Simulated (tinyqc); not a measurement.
MOSFET in the linear regime without short-channel effects, parameter extraction from computed curves: one step of the calculation.

Inversion charge Q = Cox n Vt W0(exp((Vg - VT)/(n Vt))), W0 the Lambert function and n = nf; u = Q/Cox; mobility mu = mu0/(1 + th1 u + th2 u^2); channel resistance Rch = (L - dL)/(W mu Q); Id = Vd/(Rch + Rsd/W). Cox = eps0 eox/tox. Small Vd, no channel-length or drain effects.

Task. The Y function. Y_i = Id_i/sqrt(gm_i). For Id = beta Vd x/(1 + th x), x = Vg - VT, Y = sqrt(beta Vd) x whatever th. Slope s from points 6 and 9; VT_Y = Vg - Y/s at point 9; beta = s^2/Vd; mobility beta L/(W Cox) with the drawn L; th* = (beta Vd x/Id - 1)/x at point 9.

Inputs (values chosen for the exercise); channel values of the order met in silicon transistors:
- eox = 3.9 (relative permittivity of the gate insulator (close to silicon dioxide))
- tox = 1 nm (insulator thickness)
- mu0 = 94 cm^2/(V s) (low-field mobility)
- th2 = 0 1/V^2 (second mobility attenuation factor)
- W = 10 um (gate width)
- L = 0.62 um (drawn gate length)
- dL = 0.015 um (drawn less effective length)
- Vd = 0.01 V (drain voltage)

Constants: eps0 = 8.8541878128e-14 F/cm where lengths are in cm. Results are converted to the units shown.

```
point  Vg (V)        Id (uA)
0        0.14  9.0494986e-12
1        0.26   2.1687604e-6
2        0.38     0.29343323
3         0.5      4.8431139
4        0.62      9.5948680
5        0.74      13.749226
6        0.86      17.353943
7        0.98      20.496135
8         1.1      23.253672
9        1.22      25.690432
10       1.34      27.857903
```

gm, point 1 to 9 (uS): 1.2226384  20.179632  38.755978  37.108802  32.329478  28.112120  24.582207  21.642902  19.184294

Find: Y; s; VT_Y; beta; mobility from Y; th*.

Result.

Y, point 1 to 9 (uA^0.5 V^0.5): 1.961e-6  0.06532  0.7780  1.575  2.418  3.273  4.134  4.998  5.865
s = 7.201 uA^0.5 V^-0.5
VT_Y = 0.4055 V
beta = 5185 uA/V^2
mobility from Y = 93.10 cm^2/(V s)
th* = 0.7907 1/V

The mobility from Y is 3.3 % below mu0 L/(L - dL) = 96.3 cm^2/(V s), which it should reach in deep inversion when th2 = 0.

Computed by the program tinyqc: `OMP_NUM_THREADS=1 python tinyqc.py 2210032 2210033 out.jsonl`, one thread of a shared Intel Xeon 2.30GHz, about 0.01 s for the whole run.
